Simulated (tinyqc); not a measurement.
Bandgap voltage reference from two bipolar transistors: effect of the area ratio of the second transistor.

Two transistors of area 1 and N carry the same current I. Is(T) = Is (T/T0)^eta exp[(Vg0 q/kB)(1/T0 - 1/T)], VBE1 = Vt ln(I/Is(T)) + I rb, VBE2 = Vt ln(I/(N Is(T))) + I rb/N. The amplifier forces I R1(T) = VBE1 - VBE2 + Vos, with R(T) = R (1 + tc (T - T0)) for both resistors, and the output is Vref = VBE1 + I R2(T). Base currents and the Early effect are neglected.

Vt = kB T/q; I = (Vt ln N + Vos)/(R1(T) - rb (1 - 1/N)). Box coefficient: span of Vref between 233 and 398 K over its average over T and over 165 K. The last column is the R2 that gives zero slope at T0.

Inputs (values chosen for the exercise); values of the order met in silicon bipolar transistors: reference temperature T0 = 300 K; band-gap voltage extrapolated to 0 K Vg0 = 1.16 V; temperature exponent of the saturation current eta = 4; saturation current of the unit transistor at T0 Is = 9.9e-18 A; resistor across which the difference of VBE falls, at T0 R1 = 17 kohm; temperature coefficient of both resistors tc = 1900 ppm/K; offset of the amplifier Vos = 0 mV; series resistance of the unit transistor rb = 0 ohm; output resistor at T0 R2 = 184.8 kohm.

Constants: q = 1.602176634e-19 C, kB = 1.380649e-23 J/K. Results are converted to the units shown.

Effect of the area ratio of the second transistor:

| N | I at T0 (uA) | Vref at T0 (V) | slope at T0 (uV/K) | box coefficient (ppm/K) | R2 for zero slope (kohm) |
|---|---|---|---|---|---|
| 2 | 1.054 | 0.8512 | -1337 | 1628 | 565.3 |
| 4 | 2.108 | 1.064 | -627.9 | 608.7 | 274.2 |
| 8 | 3.162 | 1.269 | 56.33 | 38.01 | 179.5 |
| 15 | 4.118 | 1.453 | 667.9 | 448.1 | 136.1 |
| 24 | 4.833 | 1.589 | 1122 | 691.0 | 115.2 |
| 48 | 5.887 | 1.789 | 1788 | 978.1 | 93.67 |
| 100 | 7.003 | 2.000 | 2491 | 1217 | 78.10 |

What does the comparison show?

As N goes from 2 to 100, Vref rises from 0.8512 to 2.000 V and the box coefficient goes from 1630 through a minimum of 38.0 (at N = 8 among the rows listed) to 1220 ppm/K. A larger N needs a smaller R2/R1, which lowers the gain seen by offset and noise.

tinyqc, about 0.02 s, one thread, Intel Xeon 2.30GHz (shared host): `OMP_NUM_THREADS=1 python tinyqc.py 2062180 2062181 out.jsonl`
